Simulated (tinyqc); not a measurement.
Gated two-dimensional channel with two bands, quantum capacitance: one step of the calculation.

phi is the Fermi level above the lowest band edge, in volts; Vg is counted from the gate voltage at which an empty channel would have phi = 0. The channel has no thickness; trap charge is -q Dit phi.

Task. Gate capacitance. Cox = eps0 eox/tox.

Values chosen for this exercise:
- eox = 24.8 (relative permittivity of the gate insulator (close to zirconium oxide))
- tox = 7.8 nm (insulator thickness)

Constants: eps0 = 8.8541878128e-14 F/cm where lengths are in cm. Results are converted to the units shown.

Wanted: Cox.

Result.

Cox = 2.8152 uF/cm^2

Numbers from tinyqc (`OMP_NUM_THREADS=1 python tinyqc.py 2200055 2200056 out.jsonl`; about 0.01 s on one thread of a shared Intel Xeon 2.30GHz).
